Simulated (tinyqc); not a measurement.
Precursor delivery by bubblers, mass-transport growth and the solid composition of a III-V alloy. Changing the total flow F_t. Computed by tinyqc, a small Python program. Command: `OMP_NUM_THREADS=1 python tinyqc.py 3011633 3011634 out.jsonl movpe_thermo sweep`. One thread of a shared host (Intel(R) Xeon(R) Processor @ 2.30GHz), about 0.01 s of CPU time with the checks.

1 sccm = 44.615 micromol/min; 1 torr = 133.322 Pa. The sources decompose fully at the surface.

Inputs (values chosen for the exercise, modelled on triethylgallium (source 1) and trimethylindium (source 2) for the vapour pressures):
```
quantity                                                                                                  value        unit
bath temperature T1                                                                                         289           K
bath temperature T2                                                                                         300           K
bubbler pressure p_b                                                                                        760        torr
carrier flow F1                                                                                              37        sccm
carrier flow F2                                                                                              89        sccm
group-V flow F_V                                                                                            140        sccm
reactor pressure p                                                                                          760        torr
growth temperature T                                                                                        950           K
diffusivity at 273 K and 760 torr                                                                          0.49      cm^2/s
flow cross-section A                                                                                         18        cm^2
distance from the leading edge z                                                                            9.1          cm
lattice constant a                                                                                         5.63    angstrom
interaction L0 of the solid                                                                                14.5      kJ/mol
log10 of p_B,eq over pure BC at 1000 K and 1 torr of group V (exaggerated: liquid indium has about -4.1)   -2.6  log10 torr
enthalpy of that equilibrium H                                                                              391      kJ/mol
```

Alloy: mixing on the group-III sites, with desorption of B.

constants a, b of source 1 (log10 torr, K): 8.052  2162

constants a, b of source 2 (log10 torr, K): 10.5  3014

Constants: k_B = 1.380649e-23 J/K; R = 8.314462618 J/(mol K).

Method:
- log10 p_v = a - b/T_bath; molar flow = F x 44.615 x p_v/(p_b - p_v) for a saturated bubbler.
- p_i = p n_i/(44615 F_t), F_t in slm; p_V = p F_V/(1000 F_t), counted per molecule supplied; V/III = 44.615 F_V/(n1 + n2); vapour fraction of source 2 = n2/(n1 + n2).
- Mean velocity u = (F_t/A)(760/p)(T/273); D = D0 (T/273)^1.75 (760/p); boundary layer delta = sqrt(pi D z/u); flux = D dp/(delta k_B T); growth rate = flux x a^3/4.
- A sticks fully. B desorbs: its surface pressure is p_B* = x gamma_B K/sqrt(p_V), ln gamma_B = L0 (1 - x)^2/(R T), K = 10^(log10 K at 1000 K) exp[-(H/R)(1/T - 1/1000)], p_V in torr. With equal diffusivities x = (p_2 - p_B*)/(p_1 + p_2 - p_B*). Growth rate = rate per torr x p_1/(1 - x).

One run for each value:
```
total flow F_t (slm)  growth rate (micrometre/h)  boundary layer delta (cm)  velocity u (cm/s)
2.0                                       3.1676                     4.3901               6.44
3.3                                       2.4656                     3.4177              10.63
5.4                                       1.9269                     2.6717              17.40
8.9                                       1.5001                     2.0811              28.68
15.0                                      1.1539                     1.6030              48.33
24.0                                      0.9099                     1.2673              77.33
40.0                                      0.7008                     0.9817             128.88
```

What does the table show, and why?

Over the rows, growth rate (micrometre/h) falls from 3.17 to 0.701 (exponent d ln y / d ln x about -0.50 throughout); boundary layer delta (cm) falls from 4.39 to 0.982 (exponent d ln y / d ln x about -0.50 throughout); velocity u (cm/s) rises from 6.44 to 129 (exponent d ln y / d ln x about 1.0 throughout). The exponent of growth rate stays between -0.51 and -0.50, near -0.50: dilution as 1/F_t against a thinner boundary layer.

Caution (rows 2.00, 3.30, 5.40, 8.90, 15.0, 24.0): the boundary layer is a quarter or more of the root of the cross-section, so it fills much of the channel and depletion along the flow matters.

Extremes, crossings and ranges named in words are read from the listed rows.
